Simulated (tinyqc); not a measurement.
Carrier lifetime of a p-type layer with SRH, radiative, Auger and surface recombination: effect of the trap level below the conduction band at dn = 4e15 cm^-3.

Uniform excess density dn = dp (no trapping), n = n0 + dn, p = p0 + dn, Boltzmann statistics, full ionisation. Surfaces enter as a rate 2 S dn/d, which holds while diffusion to them is fast.

ni = sqrt(Nc Nv) exp(-Eg/(2 Vt)), Eg in volts; majority density N/2 + sqrt(N^2/4 + ni^2), n0 p0 = ni^2; n1 = Nc exp(-Et/Vt), p1 = Nv exp((Et - Eg)/Vt); tn0 = 1/(sn vth Nt), tp0 = 1/(sp vth Nt). With e = n p - ni^2 = dn (n0 + p0 + dn): U_SRH = e/(tp0 (n + n1) + tn0 (p + p1)), U_rad = B e, U_Aug = (Cn n + Cp p) e, U_s = 2 S dn/d. Each tau is dn over its rate; tau = dn/U with U the sum. Here dn = 4e15 cm^-3.

Parameters, values chosen for the exercise; band and dielectric values close to those of cadmium telluride: temperature T = 300 K; band gap Eg = 1.48 eV; conduction-band density of states at T Nc = 8.01e17 cm^-3; valence-band density of states at T Nv = 1.84e19 cm^-3; radiative coefficient B = 2.01e-10 cm^3/s; acceptor density N = 8.9e15 cm^-3; Auger coefficient (two electrons) Cn = 2.8e-30 cm^6/s; Auger coefficient (two holes) Cp = 1.4e-30 cm^6/s; trap density Nt = 1.8e12 cm^-3; capture cross-section for electrons sn = 7e-14 cm^2; capture cross-section for holes sp = 4e-16 cm^2; thermal velocity (both carriers) vth = 2.3e7 cm/s; surface recombination velocity (both faces) S = 0 cm/s; sample thickness d = 30 um.

Constants: q = 1.602176634e-19 C, kB = 1.380649e-23 J/K, Vt = kB T/q. Results are converted to the units shown.

The same in every row: tau_rad (s) = 3.8567e-7; tau_Aug (s) = 0.0026493.

Results:
```
Et (eV)	tau_SRH (s)	tau (s)	radiative share (%)	largest path
0.06	3.8722e-4	3.8523e-7	99.886	radiative
0.23	1.9583e-5	3.7817e-7	98.055	radiative
0.4	1.9070e-5	3.7797e-7	98.004	radiative
0.57	1.9070e-5	3.7797e-7	98.004	radiative
0.74	1.9070e-5	3.7797e-7	98.004	radiative
1.08	1.9070e-5	3.7797e-7	98.004	radiative
1.25	1.9137e-5	3.7800e-7	98.011	radiative
1.42	6.7395e-5	3.8342e-7	99.417	radiative
```

Estimate the missing row, Et = 0.91 eV.

Computed row:
```
Et (eV)	tau_SRH (s)	tau (s)	radiative share (%)	largest path
0.91	1.9070e-5	3.7797e-7	98.004	radiative
```

With this row back in the table: Radiative recombination leads at Et = 0.06 and in all other rows. tau_SRH goes from 3.87e-4 through a minimum of 1.91e-5 (at Et = 0.57 to 1.08 among the rows listed) to 6.74e-5 s and the total lifetime goes from 3.85e-7 through a minimum of 3.78e-7 (at Et = 0.4 to 1.08 among the rows listed) to 3.83e-7 s. tau_SRH is within a factor 1.5 of its lowest value for Et from 0.23 to 1.25 eV; nearer a band edge n1 or p1 outgrows the carrier densities and the trap re-emits what it captured.

tinyqc, about 0.01 s, one thread, Intel Xeon 2.30GHz (shared host): `OMP_NUM_THREADS=1 python tinyqc.py 2300066 2300067 out.jsonl`
